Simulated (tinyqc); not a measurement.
ROHF in the 6-31g basis, for H2-, spin multiplicity 2, step by step. The basis has no diffuse functions, so it cannot describe the extra electron: this is an exercise in the method, not the real anion. One step of it, computed by the program tinyqc.

Task: Iteration 1: building the Fock matrix. J_ij = sum D_kl (ij|kl) with D = D(alpha) + D(beta), K_ij = sum D_kl (ik|jl) for each spin; F = H + J - K(s); E = tr D H + tr D J / 2 - 0.5 sum_s tr D(s) K(s) + E_nn.

D(alpha) at the start:
```
           1H 1s      1H 2s      2H 1s      2H 2s
1H 1s   0.301126   0.433430  -0.013745  -0.235278
1H 2s   0.433430   0.778399  -0.235278  -0.641771
2H 1s  -0.013745  -0.235278   0.301126   0.433430
2H 2s  -0.235278  -0.641771   0.433430   0.778399
```

D(beta) at the start:
```
          1H 1s     1H 2s     2H 1s     2H 2s
1H 1s  0.143690  0.099076  0.143690  0.099076
1H 2s  0.099076  0.068314  0.099076  0.068314
2H 1s  0.143690  0.099076  0.143690  0.099076
2H 2s  0.099076  0.068314  0.099076  0.068314
```

core Hamiltonian H = T + V (hartree):
```
           1H 1s      1H 2s      2H 1s      2H 2s
1H 1s  -0.756330  -0.807940  -0.407822  -0.549122
1H 2s  -0.807940  -0.844420  -0.549122  -0.699098
2H 1s  -0.407822  -0.549122  -0.756330  -0.807940
2H 2s  -0.549122  -0.699098  -0.807940  -0.844420
```

Two-electron integrals (ij|kl) in chemists' order, unique and non-zero (hartree):
```
(11|11) 1.076566   (21|11) 0.578470   (21|21) 0.329423   (22|11) 0.587396
(22|21) 0.361304   (22|22) 0.453150   (31|11) 0.171451   (31|21) 0.100508
(31|22) 0.114776   (31|31) 0.043453   (32|11) 0.217792   (32|21) 0.136369
(32|22) 0.175284   (32|31) 0.064733   (32|32) 0.113663   (33|11) 0.492860
(33|21) 0.317370   (33|22) 0.428914   (33|31) 0.171451   (33|32) 0.331247
(33|33) 1.076566   (41|11) 0.331247   (41|21) 0.189955   (41|22) 0.210650
(41|31) 0.064733   (41|32) 0.090500   (41|33) 0.217792   (41|41) 0.113663
(42|11) 0.389346   (42|21) 0.242062   (42|22) 0.311030   (42|31) 0.090206
(42|32) 0.149173   (42|33) 0.389346   (42|41) 0.149173   (42|42) 0.237248
(43|11) 0.317370   (43|21) 0.202871   (43|22) 0.273146   (43|31) 0.100508
(43|32) 0.189955   (43|33) 0.578470   (43|41) 0.136369   (43|42) 0.242062
(43|43) 0.329423   (44|11) 0.428914   (44|21) 0.273146   (44|22) 0.371788
(44|31) 0.114776   (44|32) 0.210650   (44|33) 0.587396   (44|41) 0.175284
(44|42) 0.311030   (44|43) 0.361304   (44|44) 0.453150
```

nuclear repulsion = 0.49922378 hartree

Give: Coulomb J; exchange K(alpha); exchange K(beta); F(alpha); F(beta); total energy of this density.

Result:

Coulomb J (hartree):
```
        1H 1s   1H 2s   2H 1s   2H 2s
1H 1s  1.9612  1.1622  0.4335  0.7087
1H 2s  1.1622  1.3942  0.7087  1.0587
2H 1s  0.4335  0.7087  1.9612  1.1622
2H 2s  0.7087  1.0587  1.1622  1.3942
```

exchange K(alpha) (hartree):
```
        1H 1s   1H 2s   2H 1s   2H 2s
1H 1s  0.7880  0.5764  0.2160  0.3419
1H 2s  0.5764  0.5140  0.3419  0.3974
2H 1s  0.2160  0.3419  0.7880  0.5764
2H 2s  0.3419  0.3974  0.5764  0.5140
```

exchange K(beta) (hartree):
```
        1H 1s   1H 2s   2H 1s   2H 2s
1H 1s  0.4794  0.3950  0.3038  0.3394
1H 2s  0.3950  0.3764  0.3394  0.3542
2H 1s  0.3038  0.3394  0.4794  0.3950
2H 2s  0.3394  0.3542  0.3950  0.3764
```

F(alpha) (hartree):
```
         1H 1s    1H 2s    2H 1s    2H 2s
1H 1s   0.4168  -0.2222  -0.1903  -0.1824
1H 2s  -0.2222   0.0358  -0.1824  -0.0378
2H 1s  -0.1903  -0.1824   0.4168  -0.2222
2H 2s  -0.1824  -0.0378  -0.2222   0.0358
```

F(beta) (hartree):
```
         1H 1s    1H 2s    2H 1s    2H 2s
1H 1s   0.7254  -0.0407  -0.2781  -0.1798
1H 2s  -0.0407   0.1734  -0.1798   0.0054
2H 1s  -0.2781  -0.1798   0.7254  -0.0407
2H 2s  -0.1798   0.0054  -0.0407   0.1734
```

total energy of this density = -0.808912 hartree
